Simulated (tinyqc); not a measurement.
Strip, Bethe and mean field against temperature: square-lattice Ising model by mean field, Bethe lattice, transfer matrix, exact enumeration and Monte Carlo steps. Computed by tinyqc, a small Python program. Command: `OMP_NUM_THREADS=1 python tinyqc.py 3028607 3028608 out.jsonl ising sweep`. One thread of a shared host (Intel(R) Xeon(R) Processor @ 2.30GHz), about 0.07 s of CPU time with the checks.

H = -J sum over nearest pairs s_i s_j, s = +-1, no field, periodic boundaries; energies per site are in J. As a lattice gas or an alloy, s marks which species holds the site.

Inputs (values chosen for the exercise, for a model lattice): coupling J = 19.6 meV; strip width w = 2.

Constants: k_B = 8.617333262e-05 eV/K.

Method:
- K = J/(k_B T). Onsager: k_B T_c/J = 2/ln(1 + sqrt 2); mean field: 4; Bethe lattice with z = 4: 2/ln 2.
- K = J/(k_B T). Mean field: m = tanh(4 K m), u = -2 m^2. Bethe: cavity field h = 3 artanh(tanh K tanh h), m = tanh(4h/3), u = -2 (tanh K + tanh^2 h)/(1 + tanh K tanh^2 h). Exact: m = [1 - sinh(2K)^(-4)]^(1/8) below T_c; u = -coth(2K) [1 + (2/pi)(2 tanh^2(2K) - 1) K1(k)], k = 2 sinh(2K)/cosh^2(2K), K1 the complete elliptic integral of the first kind. The largest root is taken.
- Strip of w sites, periodic across (for w = 2 the pair is joined by two bonds): T(s, s') = exp(K [sum_i s_i s'_i + (r(s) + r(s'))/2]), r(s) = sum_i s_i s_(i+1).
- With the eigenvalues l1 > l2: -f/(k_B T) = ln(l1)/w per site; xi = 1/ln(l1/l2) rows.

One run for each value:
```
temperature T (K)  correlation length xi  -f/(k_B T)  m, Bethe  m, mean field  u, Bethe  u, exact
341                                6.385       1.376    0.9869         0.9899    -1.952    -1.951
419                                3.662       1.162    0.9554         0.9709    -1.848    -1.840
498                                2.471       1.028    0.8802         0.9368    -1.636    -1.561
576                                1.860       0.943    0.7130         0.8848    -1.272    -1.079
654                                1.499       0.886    0.1381         0.8099    -0.688    -0.871
733                                1.264       0.846    0.0000         0.7021    -0.601    -0.738
811                                1.104       0.817    0.0000         0.5455    -0.547    -0.644
889                                0.987       0.796    0.0000         0.2595    -0.501    -0.573
968                                0.898       0.779    0.0000         0.0000    -0.461    -0.517
1050                               0.826       0.766    0.0000         0.0000    -0.427    -0.470
```

What does the table show?

Over the rows, correlation length xi falls from 6.39 to 0.826 (exponent d ln y / d ln x -2.7 between the first rows and -1.0 between the last); -f/(k_B T) falls from 1.38 to 0.766 (exponent d ln y / d ln x -0.82 between the first rows and -0.21 between the last); m, Bethe falls from 0.987 to 0, flat over part of the range.

Extremes, crossings and ranges named in words are read from the listed rows.
